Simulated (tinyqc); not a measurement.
Haynes-Shockley experiment: drift, diffusion and decay of a minority-carrier pulse: one step, computed by the program tinyqc. Command: `OMP_NUM_THREADS=1 python tinyqc.py 3110941 3110942 out.jsonl haynes walk`. One thread of a shared host (Intel(R) Xeon(R) Processor @ 2.30GHz), about 0.02 s of CPU time with the checks.

A thin sheet of excess carriers is made at x = 0, t = 0 in a long uniform bar; injection is low, so the pulse moves with the minority mobility.

Question. Transport coefficients. D = mu k_B T/e, v = mu F. Transit time d/v, diffusion length sqrt(D tau), drift length v tau, Peclet number v d/D = e F d/(k_B T).

Inputs (values chosen for the exercise, modelled on holes in n-type germanium in a lightly doped bar):

| quantity | value | unit |
|---|---|---|
| minority mobility mu | 1990 | cm^2/(V s) |
| lifetime tau | 260 | microsecond |
| temperature T | 250 | K |
| field F | 6.3 | V/cm |
| distance d to the collector | 0.5 | cm |

Constants: k_B = 8.617333262e-05 eV/K.

Give: D; drift velocity v; transit time d/v; diffusion length; drift length v tau; Peclet number.

Answer.

D = 42.87 cm^2/s

drift velocity v = 12537 cm/s

transit time d/v = 39.88 microsecond

diffusion length = 1056 micrometre

drift length v tau = 3.25962 cm

Peclet number = 146.2

The pulse must travel 0.153 drift lengths.
